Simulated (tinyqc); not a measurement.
What each parameter does: interface roughness in a thin film (subband fluctuation and scattering).

Square well of width t, barriers V0, c = hbar^2/2m0: E1 solves k t + 2 atan[(k/mz)/(kappa/mb)] = pi, k = sqrt(mz E/c), kappa = sqrt(mb (V0 - E)/c). One interface is rough, so the subband edge fluctuates by G dt with G = |dE1/dt| (central difference of 0.01 angstrom; 2 E1/t for hard walls).

Gaussian roughness spectrum S(q) = pi D^2 Lc^2 exp(-q^2 Lc^2/4). Degenerate gas, taken to fill one subband (the second starts to fill once c kF^2/md exceeds E2 - E1, which is not tested here): kF = sqrt(2 pi Ns/gv), q = 2 kF sin(theta/2), 1/tau = (md/(2 pi c hbar)) G^2 times the integral from 0 to pi of S(q)(1 - cos theta)/eps(q)^2 dtheta, eps(q) = 1 + qs/q with screening (qs = gv md q0/(c eps), q0 = e^2/(4 pi eps0), form factors left out, which overstates the screening; other scattering is left out too, so these values lie far above measured mobilities in all but the thinnest films) or 1 without; mobility = tau c2/md with c2 = e/m0 = 1.75882e15 cm^2/(V s^2); 1e12/cm^2 = 1e-4/angstrom^2.

Constants: hbar^2/2m0 = 3.80998211 eV angstrom^2; hbar = 6.58211957e-16 eV s; e^2/(4 pi eps0) = 14.39964547 eV angstrom.

Inputs chosen for the exercise (near those of a thin Si channel on (100), two-fold valleys; shifted at random, so the results belong to these values and not to a real crystal): t = 26 angstrom (film thickness); mz = 0.935 m0 (confinement mass); V0 = 2.96 eV (barrier); mb = 0.48 m0 (barrier mass); md = 0.194 m0 (mass in the plane); gv = 2 (valleys); D = 2.2 angstrom (rms height of the roughness); Lc = 28 angstrom (correlation length); Ns = 5.8 x 1e12/cm^2 (sheet density); eps = 7.9 (mean dielectric constant at the channel).

G, G D, and the screened mobility.

One parameter was then changed.

Results before and after:
```
case     G (meV/angstrom)  G D (meV)  mobility (cm^2/(V s))
base                3.785       8.33              5.308e+04
changed             3.785       8.33              4.097e+04
```

Which of these changes was made? (a) Ns = 9.28 x 1e12/cm^2; (b) V0 = 2.07 eV; (c) eps = 9.5; (d) mz = 1.075 m0; (e) Lc = 36 angstrom; (f) t = 22 angstrom; (g) md = 0.223 m0; (h) D = 2.86 angstrom.

Answer: (c) eps = 9.5. Of the candidates, run in turn, only this one gives the changed row.

All candidates:
```
case                   G (meV/angstrom)  G D (meV)  mobility (cm^2/(V s))
base                              3.785       8.33              5.308e+04
t = 22 angstrom                   6.039      13.29              2.085e+04
D = 2.86 angstrom                 3.785      10.83              3.141e+04
Lc = 36 angstrom                  3.785       8.33              6.302e+04
Ns = 9.28 x 1e12/cm^2             3.785       8.33              7.091e+04
mz = 1.075 m0                     3.373       7.42              6.685e+04
md = 0.223 m0                     3.785       8.33              4.928e+04
V0 = 2.07 eV                      3.649       8.03              5.711e+04
eps = 9.5                         3.785       8.33              4.097e+04
```

In the base case G D is 0.23 times EF - E1 = 35.8 meV.

(tinyqc, `OMP_NUM_THREADS=1 python tinyqc.py 1252795 1252796 out.jsonl`, Intel(R) Xeon(R) Processor @ 2.30GHz, 1 thread, shared host, about 0.01 s.)
